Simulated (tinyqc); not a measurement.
Lifetime from the storage time.

Inverse problem. In the charge-control model of a long diode dQ/dt = -Ir - Q/tau after the current is switched from If to -Ir, with Q(0) = If tau; the storage time ends at Q = 0. Find tau, the stored charge and the share of it that leaves through the terminals.

forward and reverse current (mA): [12, 11]
storage time = 250.78364 ns

Answer. Integrating gives ts = tau ln(1 + If/Ir). The extracted charge is Ir ts; the rest recombines.

tau = 340.0 ns
stored charge = 4.080 nC
share extracted = 67.61 %

tinyqc, about 0.01 s, one thread, Intel Xeon 2.30GHz (shared host): `OMP_NUM_THREADS=1 python tinyqc.py 2230063 2230064 out.jsonl`
